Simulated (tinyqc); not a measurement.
Changing the film density rho: X-ray reflectivity of a thin film on silicon: critical angles, Parratt recursion, fringes and roughness. Computed by tinyqc, a small Python program. Command: `OMP_NUM_THREADS=1 python tinyqc.py 3120027 3120028 out.jsonl xrr sweep`. One thread of a shared host (Intel(R) Xeon(R) Processor @ 2.30GHz), about 0.01 s of CPU time with the checks.

n = 1 - delta + i beta; the classical electron radius is r_e = 2.8179403e-6 nm. Layer 0 is vacuum, 1 the film, 2 the substrate.

Inputs (values chosen for the exercise, modelled on copper on silicon, copper K-alpha radiation): wavelength lambda = 0.15406 nm; effective electrons per unit mass, film = 0.46 mol/g; beta/delta, film = 0.023; film thickness d = 78.9 nm; roughness of the surface sigma_1 = 1.1 nm; roughness of the interface sigma_2 = 0.13 nm; substrate density = 2.33 g/cm^3; effective electrons per unit mass, substrate = 0.507 mol/g; beta/delta, substrate = 0.023; grazing angle theta = 2.47 degrees.

Constants: N_A = 6.02214076e+23 1/mol.

Method:
- delta = r_e lambda^2 rho_e/(2 pi), rho_e = density x electrons per mass x N_A; critical angle sqrt(2 delta), q_c = 4 sqrt(pi r_e rho_e).
- k_j = (2 pi/lambda) sqrt(sin^2 theta - 2 delta_j + 2 i beta_j); r_ij = (k_i - k_j)/(k_i + k_j) x exp(-2 k_i k_j sigma^2) (Nevot-Croce); r = (r_01 + r_12 p)/(1 + r_01 r_12 p), p = exp(2 i k_1 d); R = |r|^2.
- Far above the critical angle the period is d theta = lambda/(2 d), or 2 pi/d in q; the envelope runs between (|r_01| - |r_12 p|)^2 and (|r_01| + |r_12 p|)^2; contrast = 2 a b/(a^2 + b^2) with a = |r_01|, b = |r_12 p|; roughness factors on the amplitudes are about exp(-q^2 sigma^2/2).

One run for each value:
```
film density rho (g/cm^3)  critical angle of the film (degrees)   contrast  reflectivity R
4.63                                                    0.29940  0.0031119      2.0276e-06
5.50                                                    0.32632  0.0026502      4.0441e-06
6.36                                                    0.35090  0.0024151      6.6718e-06
7.22                                                    0.37388  0.0022778      9.9013e-06
8.08                                                    0.39552  0.0021929      1.3703e-05
8.94                                                    0.41603  0.0021395      1.8046e-05
9.80                                                    0.43558  0.0021064      2.2900e-05
10.70                                                   0.45514  0.0020869      2.8494e-05
```

Describe and explain the trends.

Over the rows, critical angle of the film (degrees) rises from 0.299 to 0.455 (exponent d ln y / d ln x about 0.50 throughout); contrast falls from 0.00311 to 0.00209 (exponent d ln y / d ln x -0.93 between the first rows and -0.11 between the last); reflectivity R rises from 2.03e-6 to 2.85e-5 (exponent d ln y / d ln x 4.0 between the first rows and 2.5 between the last). The exponent of critical angle of the film stays at 0.50: delta is proportional to the density.
